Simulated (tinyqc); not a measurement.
Worked calculation: a particle near a wafer in liquid: double-layer and van der Waals forces (DLVO), deposition barrier and removal. Computed by tinyqc, a small Python program that keeps every step. Command: `OMP_NUM_THREADS=1 python tinyqc.py 3112423 3112424 out.jsonl dlvo walk`. One thread of a shared host (Intel(R) Xeon(R) Processor @ 2.30GHz), about 0.01 s of CPU time with the checks. Intermediate numbers are printed to about 6 digits and carried at full precision; extremes and crossings named in words are read from the listed rows.

Sphere and flat wall, Derjaguin approximation, constant potentials in the linear-superposition form, no retardation and no hydration force.

Inputs (values chosen for the exercise, of the order of those for polymer latex on silicon in water):
```
quantity,value,unit
particle radius R,44,nm
Hamaker constant A,1.3e-20,J
potential of the particle psi_1,56,mV
potential of the wafer psi_2,-38,mV
salt concentration c,0.23,mol/L
valence z of the symmetric salt,1,-
temperature T,298,K
dielectric constant of the liquid,78.4,-
gap h,1.7,nm
contact distance h0,0.4,nm
contact radius over R,0.064,-
viscosity,0.75,mPa s
```

Constants: e = 1.602176634e-19 C; N_A = 6.02214076e+23 1/mol; eps_0 = 8.8541878128e-12 F/m; k_B = 1.380649e-23 J/K; k_B = 8.617333262e-05 eV/K.

## Screening

kappa^2 = 2 z^2 e^2 N_A (1000 c)/(eps eps_0 k_B T); gamma_i = tanh(z e psi_i/(4 k_B T)); Z = 64 pi eps eps_0 (k_B T/(z e))^2 gamma_1 gamma_2.

kappa = 1.57791 1/nm

Debye length = 0.633749 nm

gamma_1 = 0.496898

gamma_2 = -0.353942

Z = -16.1872 pN

kappa R = 69.4281

Opposite signs: the double layers attract.

## Energy and force at one gap

U(h) = Z R exp(-kappa h) - A R/(6 h); F(h) = -dU/dh = kappa Z R exp(-kappa h) - A R/(6 h^2), positive for repulsion.

double-layer energy = -11.8400 k_B T

van der Waals energy = -13.6300 k_B T

U(h) = -25.4700 k_B T

F(h) = -109.853 pN

## The curve

The formulas are those given above.

Against the gap:
```
h (nm),kappa h,U (k_B T),F (pN)
0.4,0.6312,-150.018,-1.19369e+03
0.6,0.9467,-105.786,-7.00869e+02
1.0,1.5779,-58.902,-3.27302e+02
1.5,2.3669,-31.681,-1.47758e+02
2.5,3.9448,-12.619,-3.70060e+01
4.0,6.3116,-6.107,-7.99817e+00
7.0,11.0454,-3.313,-1.96352e+00
12.0,18.9349,-1.931,-6.62044e-01
20.0,31.5582,-1.159,-2.38333e-01
40.0,63.1165,-0.579,-5.95833e-02
```

Caution: in rows where h is not small against R, A R/(6 h) overstates the van der Waals term. Caution: in rows with kappa h below 1 linear superposition is only rough.

## Removing an attached particle

Adhesion F_a = A R/(6 h0^2) [1 + a^2/(R h0)] - kappa Z R exp(-kappa h0), a the contact radius. Drag in a shear flow F_d = 1.7 x 6 pi mu R^2 G, acting at 1.4 R; rolling starts when 1.4 R F_d = a F_a. Wall shear stress = mu G.

van der Waals adhesion = 864.292 pN

net adhesion F_a = 1462.15 pN

wall shear stress for rolling = 1077.43 Pa

shear rate G = 1.43657e+06 1/s

Checks made by the program: force against a difference of U (relative difference below 1e-10).
